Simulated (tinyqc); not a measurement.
Worked calculation: two electrons on one impurity (helium-like model). Values are carried at full precision from step to step, so a last printed digit may differ when a step is redone from the rounded ones.

Units Ha* = 2 Ry m/eps^2 and a* = a0 eps/m. One electron is bound by Z^2/2. Two electrons in the singlet built from exp(-a r) and exp(-b r): S = 8 (ab)^(3/2)/(a + b)^3, h_aa = a^2/2 - Z a, h_bb alike, h_ab = S (ab/2 - Z (a + b)/2), J = ab (a^2 + 3ab + b^2)/(a + b)^3, K = 20 (ab)^3/(a + b)^5, E = (h_aa + h_bb + 2 S h_ab + J + K)/(1 + S^2). For a = b this is a^2 - 2 Z a + 5a/8. Real double donors are deeper, since the central cell is left out.

Constants: Ry = 13.60569312 eV; a0 (Bohr radius) = 0.5291772105 angstrom.

Parameters, chosen for this exercise (near those of impurities in GaAs; shifted at random, so the results belong to these values and not to a real crystal): m = 0.067 m0 (one mean mass); eps = 12.9 (dielectric constant); Z = 2 (effective charge (1: D- centre, 2: double donor; other values mimic a central cell)); ab = (2.27, 1.03) 1/a* (trial exponents a, b).

## Units and equal orbitals

Give Ha*, a*, the best common exponent Z - 5/16, E = -(Z - 5/16)^2, and the binding of the second electron -Z^2/2 - E.

Ha* = 10.956 meV
a* = 101.89 angstrom
exponent = 1.6875
E with equal orbitals = -2.84766 Ha*
binding of the second electron = 9.29 meV

The first electron is bound by 21.9 meV, 2.36 times as much as the second.

## Unequal orbitals

Evaluate the integrals and E.

S, h_aa, h_bb, h_ab, J, K: 0.79587  -1.96355  -1.52955  -1.69596  0.86063  0.65321

E = -2.86443 Ha*

This lies 0.0168 Ha* below the best equal-orbital value -(Z - 5/16)^2.

## The minimum over a and b

Give a, b, E, both binding energies and U, their difference.

a, b (1/a*): 2.183  1.189

E = -2.87566 Ha*

binding of the first and second electron (meV): 21.91  9.59

U = 12.32 meV

Letting one electron stay close and the other roam (decay lengths 47 and 86 angstrom) gains 0.31 meV. The exact value for Z = 2 is -2.90372, 0.31 meV lower.

## Checks

- Minimum for Z = 1 against the known -0.51330: both -0.51330.
- Minimum for Z = 2 against the known -2.87566: both -2.87566.

tinyqc: `OMP_NUM_THREADS=1 python tinyqc.py 1282232 1282233 out.jsonl`; about 0.05 s, one thread, shared Intel(R) Xeon(R) Processor @ 2.30GHz.
